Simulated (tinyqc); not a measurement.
Heavy doping: band filling, gap narrowing, band tails and the effective intrinsic density: one step, computed by the program tinyqc. Command: `OMP_NUM_THREADS=1 python tinyqc.py 3027329 3027330 out.jsonl gapnarrow walk`. One thread of a shared host (Intel(R) Xeon(R) Processor @ 2.30GHz), about 0.02 s of CPU time with the checks.

An n-type crystal above its Mott density, with all dopants ionised: n = N_D - N_A, ionised centres N_I = N_D + N_A. Valleys are taken as spherical with mass m_e.

Question. What optics and devices see. n = M_c (1/(2 pi^2)) (m_e/(hbar^2/2m_0))^(3/2) int sqrt(E) f dE, f = 1/(1 + exp((E - E_F)/k_B T)); trapezoid rule in t = sqrt(E/k_B T), step 0.02 up to 12; E_F by bisection from the band edge. n p/n_i^2 = exp(narrowing/k_B T) x (n/N) exp(-E_F/k_B T), N being the limit of n exp(-E_F/k_B T) far below the edge (taken at E_F = -12 k_B T); apparent narrowing = k_B T ln(n p/n_i^2).

Inputs (values chosen for the exercise, for a model semiconductor):
```
quantity,value,unit
electron mass m_e,0.366,m_0
valleys M_c,3,-
hole mass m_h,2.56,m_0
temperature T,400,K
```

Conduction band: parabolic.

n = 2.40e+20 cm^-3

E_F above the band edge = 179.3430 meV

gap narrowing = 145.4815 meV

Constants: k_B = 8.617333262e-05 eV/K; hbar^2/(2 m_0) = 3.80998212 eV angstrom^2.

Give: apparent narrowing; log10(n p/n_i^2).

Answer.

apparent narrowing = 43.20 meV

log10(n p/n_i^2) = 0.5443

Degeneracy takes back 102.3 meV of the 145.5 meV of narrowing, and the minority density stays above its ideal value n_i^2/n. Caution: the screening length is well below a*, where static Thomas-Fermi screening overstates the Coulomb hole.
